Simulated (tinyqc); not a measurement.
# MOSFET in saturation, small-signal circuit and noise: effect of the inversion coefficient on speed and noise

Bias by the inversion coefficient IC = I/Ispec (charge-based model with velocity saturation; weak inversion below 0.1, strong above 10). Common-source circuit: gm, gds, Cgs, Cgd and Cj at the inner nodes, Rg in series with the gate; quasi-static, no source or drain resistance, no gate-body capacitance, no substrate network, no induced gate noise, so fmax is an upper estimate.

Ispec = 2 n mu Cox (W/L) Vt^2, lc = Ls/L, gms = [sqrt((lc IC + 1)^2 + 4 IC) - 1]/[2 + lc (lc IC + 1)], gm = gms Ispec/(n Vt), gds = sg gm. qs = [sqrt(1 + 4 IC) - 1]/2, Cgs = Cox W L qs (2 qs + 3)/(3 (qs + 1)^2) + Cov W, Cgd = Cov W, Cd = Cj W, Rg = Rsh (Wf/L)/(12 Nf) + Rc/W with Nf = W/Wf fingers (not rounded) contacted at both ends. fT = gm/(2 pi (Cgs + Cgd)), fmax = fT/(2 sqrt(Rg (gds + 2 pi fT Cgd))). Channel noise Sid = 4 kB T gam n gm with gam = (1/2 + (2/3) qs)/(1 + qs) + gw lc IC, qs = [sqrt(1 + 4 IC) - 1]/2, lc = Ls/L (the last term an empirical rise with velocity saturation); at the gate, white noise Sw = Sid/gm^2 + 4 kB T Rg. Number fluctuation with correlated mobility: S(f) = K/f, K = q^2 Vt lt Nt/(W L Cox^2) (1 + ac mu Cox I/gm)^2, Vt in eV with Nt per eV. Corner fc = K/Sw. IC is held fixed.

Parameters, values chosen for the exercise:
```
symbol,value,unit,meaning
T,300,K,temperature
L,40,nm,gate length
W,5,um,total gate width
Cox,1.9,uF/cm^2,gate capacitance
mu,210,cm^2/(V s),mobility
n,1.3,,slope factor
Ls,25,nm,velocity-saturation length
sg,0.13,,ratio gds/gm
Cov,0.34,fF/um,overlap and fringe capacitance per side
Cj,0.87,fF/um,drain junction capacitance
Rsh,20,ohm,sheet resistance of the gate
Wf,4,um,finger width
Rc,200,ohm um,gate contact and vertical resistance
gw,0.09,,short-channel excess of the noise factor
Nt,5.5e17,cm^-3 eV^-1,oxide trap density
lt,0.1,nm,tunnelling length into the oxide
ac,10000,V s/C,Coulomb scattering coefficient
```

Constants: q = 1.602176634e-19 C, kB = 1.380649e-23 J/K, Vt = kB T/q. Results are converted to the units shown.

The same in every row: Rg (ohm) = 173.33.

Effect of the inversion coefficient on speed and noise:
```
IC    I (uA)  fT (GHz)  fmax (GHz)  sqrt(Sw) (nV/Hz^0.5)  fc (MHz)
0.03  2.6000    3.3751      18.957                12.229    4.3893
0.1   8.6665    9.8203      32.140                7.1945    12.940
0.3   26.000    22.519      48.125                4.8279    30.157
1     86.665    45.989      67.651                3.5739    62.478
3     260.00    73.578      84.441                3.1276    106.60
10    866.65    98.520      96.774                3.2194    198.21
30    2600.0    108.60      101.09                3.9729    432.16
```

As IC goes from 0.03 to 30, fT rises from 3.38 to 109 GHz, fmax rises from 19.0 to 101 GHz, the white noise goes from 12.2 through a minimum of 3.13 (at IC = 3 among the rows listed) to 3.97 nV/Hz^0.5 and the corner rises from 4.39 to 432 MHz. At IC = 0.03 fmax exceeds 4 fT, where channel resistance and substrate losses, left out here, would cap it.

Numbers from tinyqc (`OMP_NUM_THREADS=1 python tinyqc.py 2150125 2150126 out.jsonl`; about 0.01 s on one thread of a shared Intel Xeon 2.30GHz).
